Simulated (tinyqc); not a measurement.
Exchange-only LDA atom on a uniform radial grid, spin-unpolarised, for Li, step by step. Computed by tinyqc, a small Python program that keeps every step. Settings: Z = 3, points = 64, R = 15.1, functional = Slater exchange alone, mixing = 0.6, iteration cap = 77. Command: `OMP_NUM_THREADS=1 python tinyqc.py 25896 25897 out.jsonl` (the two numbers bound the seeds that draw the settings). One thread of a shared host (Intel(R) Xeon(R) Processor @ 2.60GHz), about 0.02 s of CPU time with the checks. Later iterations appear only in the table of the cycle.

## Iteration 1

Spherical atom on a uniform radial grid r_j = j h with h = R/(N + 1), h sum u^2 = 1 and integrals as h times sums, u(0) = u(R) = 0 (atomic units):
```
parameter,value
Z,3
points N,64
R,15.100000
h,0.232308
mixing,0.600000
electrons in 1s,2
electrons in 2s,1
```

Three-point differences turn -u''/2 + [l(l+1)/2r^2 - Z/r + V] u = e u into a tridiagonal matrix (diagonal 1/h^2 + potential, off-diagonal -1/2h^2). D = sum f u^2; the Hartree potential y/r solves y'' = -D/r with y(0) = 0, y(R) = N_e; v_xc comes from rho = D/(4 pi r^2); E = sum f e - int D V + int D (V_H/2 + eps_xc); V(new) = V + mixing (V_H + v_xc - V).

eigenvalues (hartree): 1s -4.05608, 2s -1.09278

Every 4th grid point:
```
r,V in,u(1s),u(2s),D,V_H,v_xc
0.92923,0.00000,0.64929,-0.28315,0.92332,2.66707,-0.43313
1.85846,0.00000,0.09639,-0.74503,0.57366,1.53875,-0.23283
2.78769,0.00000,0.01073,-0.51445,0.26488,1.06697,-0.13733
3.71692,0.00000,0.00106,-0.25284,0.06393,0.80614,-0.07058
4.64615,0.00000,0.00010,-0.10540,0.01111,0.64560,-0.03394
5.57538,0.00000,8.78e-06,-0.03984,0.00159,0.53807,-0.01571
6.50462,0.00000,7.60e-07,-0.01410,0.00020,0.46121,-0.00710
7.43385,0.00000,6.45e-08,-0.00477,2.27e-05,0.40356,-0.00315
8.36308,0.00000,5.39e-09,-0.00156,2.42e-06,0.35872,-0.00138
9.29231,0.00000,4.44e-10,-0.00049,2.44e-07,0.32285,-0.00060
10.22154,0.00000,3.63e-11,-0.00015,2.35e-08,0.29350,-0.00026
11.15077,0.00000,0,-4.68e-05,2.19e-09,0.26904,-0.00011
12.08000,0.00000,0,-1.41e-05,1.98e-10,0.24834,-4.69e-05
13.00923,0.00000,0,-4.16e-06,1.73e-11,0.23061,-1.98e-05
13.93846,0.00000,0,-1.17e-06,0,0.21523,0.00000
14.86769,0.00000,0,-1.65e-07,0,0.20178,0.00000
```

total energy = -5.9064843 hartree

## Iteration 2

As before.

eigenvalues (hartree): 1s -2.20378, 2s -0.34551

Every 4th grid point:
```
r,V in,u(1s),u(2s),D,V_H,v_xc
0.92923,1.34036,0.73011,-0.05740,1.06942,2.47432,-0.45487
1.85846,0.78355,0.17126,-0.53775,0.34783,1.44244,-0.19706
2.78769,0.55778,0.03237,-0.59829,0.36005,1.03110,-0.15213
3.71692,0.44134,0.00561,-0.46984,0.22081,0.79569,-0.10669
4.64615,0.36699,0.00093,-0.31633,0.10007,0.64289,-0.07062
5.57538,0.31341,0.00015,-0.19566,0.03828,0.53740,-0.04540
6.50462,0.27247,2.35e-05,-0.11480,0.01318,0.46105,-0.02871
7.43385,0.24025,3.67e-06,-0.06499,0.00422,0.40352,-0.01798
8.36308,0.21440,5.67e-07,-0.03585,0.00129,0.35871,-0.01118
9.29231,0.19335,8.71e-08,-0.01939,0.00038,0.32285,-0.00692
10.22154,0.17594,1.33e-08,-0.01032,0.00011,0.29350,-0.00426
11.15077,0.16136,2.02e-09,-0.00541,2.93e-05,0.26904,-0.00262
12.08000,0.14898,3.06e-10,-0.00279,7.77e-06,0.24834,-0.00159
13.00923,0.13835,4.61e-11,-0.00138,1.92e-06,0.23061,-0.00095
13.93846,0.12914,0,-0.00061,3.68e-07,0.21523,-0.00052
14.86769,0.12107,0,-0.00011,1.18e-08,0.20178,-0.00016
```

total energy = -6.3304164 hartree

## Convergence

Stop when input and output potentials agree to 1e-7.

Course of the cycle (hartree):
```
iteration,E,e(1s),e(2s),largest |V(out) - V(in)|
1,-5.9064843,-4.05608,-1.09278,4.05e+00
2,-6.3304164,-2.20378,-0.34551,1.03e+00
3,-6.3773776,-1.70148,-0.14940,2.27e-01
4,-6.3819865,-1.57875,-0.09573,5.10e-02
5,-6.3824419,-1.55218,-0.08094,1.36e-02
6,-6.3824895,-1.54754,-0.07693,4.21e-03
7,-6.3824948,-1.54728,-0.07590,1.30e-03
8,-6.3824955,-1.54762,-0.07567,6.88e-04
9,-6.3824955,-1.54789,-0.07563,3.25e-04
10,-6.3824956,-1.54803,-0.07563,1.47e-04
11,-6.3824956,-1.54811,-0.07564,6.80e-05
12,-6.3824956,-1.54814,-0.07565,3.04e-05
13,-6.3824956,-1.54815,-0.07565,1.33e-05
14,-6.3824956,-1.54816,-0.07565,5.70e-06
15,-6.3824956,-1.54816,-0.07565,2.43e-06
16,-6.3824956,-1.54816,-0.07565,1.02e-06
17,-6.3824956,-1.54817,-0.07565,4.29e-07
18,-6.3824956,-1.54817,-0.07565,1.79e-07
19,-6.3824956,-1.54817,-0.07565,7.46e-08
```

Converged in 19 iterations. A uniform grid resolves the cusp poorly: for a bare nucleus this grid gives 1s at -4.05608 against -Z^2/2 = -4.5 hartree. Before convergence this energy mixes input and output and is not variational, so it may rise towards its limit.
